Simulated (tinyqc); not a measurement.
Phonon and roughness prefactors from two fields.

Inverse problem. At 300 K and high field 1/mu = E^(1/3)/Ap + E^gs/As, E in MV/cm. Find Ap and As.

Values chosen for this exercise: exponent of the roughness term gs = 2.

mu at E = 0.5 and 0.9 MV/cm (cm^2/(V s)): 464.31069  324.69805

Answer. Two linear equations in 1/Ap and 1/As.

Ap = 412 cm^2/(V s)
As = 1.10e3 cm^2/(V s)

Program tinyqc, `OMP_NUM_THREADS=1 python tinyqc.py 2510166 2510167 out.jsonl`; Intel Xeon 2.30GHz, shared host, one thread, about 0.01 s.
